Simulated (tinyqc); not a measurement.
What moves the minority density and the gain: heavy doping: gap narrowing, degeneracy and the minority density.

F_j(eta) = (1/Gamma(j + 1)) integral_0^infinity x^j dx/(1 + exp(x - eta)), which tends to exp(eta) for eta << 0.

Empirical narrowing (Slotboom form, constants chosen for the exercise; published fits of this form give the apparent narrowing, here it is taken as the true one): dEg = E0 [ln(N/N0) + sqrt(ln(N/N0)^2 + C)].

Majority: N = Nc F_1/2(eta), eta the distance of EF beyond the majority band edge in kT. Degeneracy factor gam = F_1/2(eta)/exp(eta). ni0^2 = Nc Nv exp(-Eg/kT); product n p = ni0^2 gam exp(dEg/kT), dEg the true narrowing; apparent narrowing dEa = dEg + kT ln gam; minority density = n p/N.

Bipolar transistor with N as emitter doping: beta = K (N/NB) exp((dEa_B + dG - dEa_E)/kT), dEa_E = dEg(N) + kT ln gam, dEa_B = dEg(NB). For the sweep in T, Nc is scaled as (T/T0)^(3/2) from its value at T0 = T.

Constants: kB = 8.617333262e-05 eV/K.

Parameters, chosen for this exercise (gap and densities of states near those of Si at this temperature; narrowing constants near the fits for Si; shifted at random, so the results belong to these values and not to a real crystal): Eg = 1.115 eV (gap); Nc = 3.45e+19 1/cm^3 (conduction-band density of states); Nv = 1.45e+19 1/cm^3 (valence-band density of states); T = 350 K; E0 = 7.79 meV (narrowing scale); N0 = 1.1e+17 1/cm^3 (onset density); C = 0.5 (smoothing constant); N = 2.6e+18 1/cm^3 (ionised donors, equal to the majority density); NB = 3e+17 1/cm^3 (base doping); K = 2.8 (ratio (D_B W_E)/(D_E W_B)); dG = 0 meV (extra narrowing of the base by alloying).

All results formed anew. Each row changes one parameter from the base and keeps the others.

Results:

| case | dEg (meV) | dEa (meV) | minority (1/cm^3) | beta |
|---|---|---|---|---|
| base | 49.88 | 49.08 | 8.62e+04 | 8.48 |
| N = 5.2e+18 1/cm^3 | 60.58 | 58.97 | 5.98e+04 | 12.2 |
| E0 = 9.348 meV | 59.86 | 59.06 | 1.20e+05 | 6.84 |
| N0 = 2.2e+17 1/cm^3 | 39.25 | 38.45 | 6.06e+04 | 8.97 |
| Eg = 1.135 eV | 49.88 | 49.08 | 4.44e+04 | 8.48 |
| Nc = 4.48e+19 1/cm^3 | 49.88 | 49.27 | 1.13e+05 | 8.43 |
| NB = 6e+17 1/cm^3 | 49.88 | 49.08 | 8.62e+04 | 5.94 |

The largest shifts from the base row, up to three for each result and ties (the steps differ in size, so this ranks the rows, not the parameters). dEg (meV): N +10.69, N0 -10.63, E0 +9.98; unchanged at the printed digits by Eg, Nc and NB. dEa (meV): N0 -10.63, E0 +9.98, N +9.89; unchanged at the printed digits by Eg and NB. minority (1/cm^3): Eg -4.18e+04, E0 +3.38e+04, Nc +2.64e+04, N -2.64e+04; unchanged at the printed digits by NB. beta: N +3.74, NB -2.54, E0 -1.64; unchanged at the printed digits by Eg.

Computed by tinyqc, a small Python program: `OMP_NUM_THREADS=1 python tinyqc.py 1681552 1681553 out.jsonl` (the numbers bound the seed that draws the inputs); one thread of a shared host (Intel(R) Xeon(R) Processor @ 2.30GHz), about 0.01 s for the whole set of steps.
